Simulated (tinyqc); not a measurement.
Worked calculation: Ewald sum of point charges, fcc lattice in a neutralising background. Computed by tinyqc, a small Python program that keeps every step. Command: `OMP_NUM_THREADS=1 python tinyqc.py 27426 27427 out.jsonl` (the two numbers bound the seeds that draw the settings). One thread of a shared host (Intel(R) Xeon(R) Processor @ 2.60GHz), about 0.02 s of CPU time with the checks.

## Ewald sum with eta = 0.472 1/bohr

cell vectors (rows) (bohr):
```
[[0.000000, 4.150000, 4.150000],
 [4.150000, 0.000000, 4.150000],
 [4.150000, 4.150000, 0.000000]]
```

Charges:
```
q               f1        f2        f3
1.000000  0.000000  0.000000  0.000000
```

Real space: 1/2 sum q_i q_j erfc(eta r)/r over all images with r > 0; reciprocal space: (2 pi/V) sum_(G != 0) exp(-G^2/4 eta^2)/G^2 |S(G)|^2 with S(G) = sum q exp(i G.r); self term -eta/sqrt(pi) sum q^2; background -pi Q^2/(2 V eta^2), Q the total charge.

Real-space shells (first ones):
```
r (bohr)   pairs  sum (hartree)
5.868986      12       0.000091
8.300000       6       1.09e-08
10.165382     24       1.37e-11
11.737973     12              0
```

Reciprocal shells (first ones that count):
```
G^2 (1/bohr^2)  vectors  sum (hartree)
1.719194              8       0.029711
2.292258              6       0.008785
4.584516             12       0.000671
6.303710             24       0.000142
6.876775              8       0.000023
9.169033              6       9.78e-07
10.888227            24       4.79e-07
11.461291            24       2.39e-07
13.753549            24       1.52e-08
15.472743            32       2.62e-09
```

## The total does not depend on eta

The same sums for other eta.

Totals (hartree per cell):
```
eta           real  reciprocal       self  background        total
0.472000  0.000091    0.039334  -0.266297   -0.049324  -0.27619651
0.558000  3.71e-06    0.073910  -0.314818   -0.035292  -0.27619651
0.815000  1.37e-11    0.200162  -0.459815   -0.016544  -0.27619651
```

shortest distance = 5.868986 bohr
